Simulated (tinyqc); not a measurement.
# Donor binding, ionisation and the Mott limit: ionisation against doping

Hydrogenic donor: Ry = (m0 q^3/(8 eps0^2 h^2)) me/eps_r^2 in eV, E0 = cc Ry, radius a = q/(8 pi eps0 eps_r E0), Mott density Nm = (0.26/a)^3. Below Nm the level sinks as Ed = E0 [1 - (N/Nm)^(1/3)]. Neutrality: Nc F12(eta) = N/(1 + 2 exp(eta + Ed/kB T)), F12(x) = (2/sqrt(pi)) int_0^infinity sqrt(u)/(1 + exp(u - x)) du.

The neutrality equation is solved with F12 in each row.

Values chosen for this exercise; band and dielectric values close to those of gallium arsenide:
```
symbol    value   unit                                                  meaning
T            77      K                                              temperature
eps_r      12.9                                           relative permittivity
me       0.0663     m0  mass in the hydrogenic formula, set independently of Nc
Nc      5.68e16  cm^-3                conduction-band density of states at 77 K
cc            1          ratio of the true binding energy to the hydrogenic one
```

Constants: q = 1.602176634e-19 C, kB = 1.380649e-23 J/K, eps0 = 8.8541878128e-12 F/m, h = 6.62607015e-34 J s, m0 = 9.1093837015e-31 kg, Vt = kB T/q. Results are converted to the units shown.

Ionisation against doping:
```
N (cm^-3)       N/Nm  Ed (meV)  ionised (%)  ionised with Ed = E0 (%)
1.1e13     6.8313e-4    4.9433       99.919                    99.912
2.4e13     0.0014905    4.8015       99.826                    99.809
5.4e13     0.0033536    4.6093       99.622                    99.573
1.2e14     0.0074523    4.3619       99.197                    99.061
2.7e14      0.016768    4.0333       98.310                    97.933
5.9e14      0.036641    3.6203       96.640                    95.680
1.3e15      0.080734    3.0779       93.577                    91.299
2.9e15       0.18010    2.3595       88.424                    83.600
6.5e15       0.40367    1.4145       80.863                    72.197
1.4e16       0.86944   0.24699       71.869                    59.046
```

What does the table show?

The ionised share falls from 99.9 to 71.9 %, against 99.9 to 59.0 % for a fixed level: a higher density raises EF against the level, which fills more donors, while the sinking Ed works the other way.

Range of the model: A sharp level with degeneracy 2 overstates freeze-out near Nm, where the impurity band broadens and merges with the conduction band.

Numbers from tinyqc (`OMP_NUM_THREADS=1 python tinyqc.py 2330167 2330168 out.jsonl`; about 0.02 s on one thread of a shared Intel Xeon 2.30GHz).
